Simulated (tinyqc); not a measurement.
Elastic trap-assisted tunnelling through a dielectric: one step of the calculation.

Emitter at x = 0 (Fermi level 0), collector at x = t (Fermi level -V), band edge U(x) = phi - F x, F = V/t. A trap at x has the energy E = U(x) - Et. With G(u) = (4/(3 F)) sqrt(mo/C) max(u, 0)^1.5, C = hbar^2/(2 m0): S1 = G(phi - E) - G(Et), S2 = G(Et) - G(phi - V - E), T1,2 = exp(-S1,2). The steady rate through one trap is nu T1 T2 (f1 - f2)/(T1 + T2), f1 = f(E), f2 = f(E + V), f(y) = 1/(1 + exp(y/Vt)); both contacts offer states at E.

Question. The best-placed trap against direct tunnelling. At x = xs: E, S1, S2 and the occupation (T1 f1 + T2 f2)/(T1 + T2). Direct tunnelling at E = 0 has S = (4/(3 F)) sqrt(mo/C) [phi^1.5 - max(phi - V, 0)^1.5].

Values chosen for this exercise; dielectric values close to those of silicon dioxide:
- T = 350 K (temperature)
- phi = 3.01 eV (barrier above the emitter Fermi level)
- mo = 0.49 m0 (tunnelling mass)
- t = 7 nm (thickness)
- Et = 2.72 eV (trap depth below the band edge of the dielectric)
- nu = 1e13 1/s (attempt frequency)
- V = 0.79 V (voltage)

Constants: q = 1.602176634e-19 C, kB = 1.380649e-23 J/K, hbar = 1.054571817e-34 J s, m0 = 9.1093837015e-31 kg, Vt = kB T/q, hbar^2/(2 m0) = 0.0380998212 eV nm^2. Results are converted to the units shown.

xs = 3.37 nm

Give: E; S1; S2; occupation; S of direct tunnelling.

Answer.

E = -0.090329 eV
S1 = 41.227
S2 = 41.280
occupation = 0.48880
S of direct tunnelling = 81.112

Range of the model: Phonon-assisted (inelastic) capture, chains of traps and a spread of trap depths are left out.

Program tinyqc, `OMP_NUM_THREADS=1 python tinyqc.py 2370103 2370104 out.jsonl`; Intel Xeon 2.30GHz, shared host, one thread, about 0.04 s.
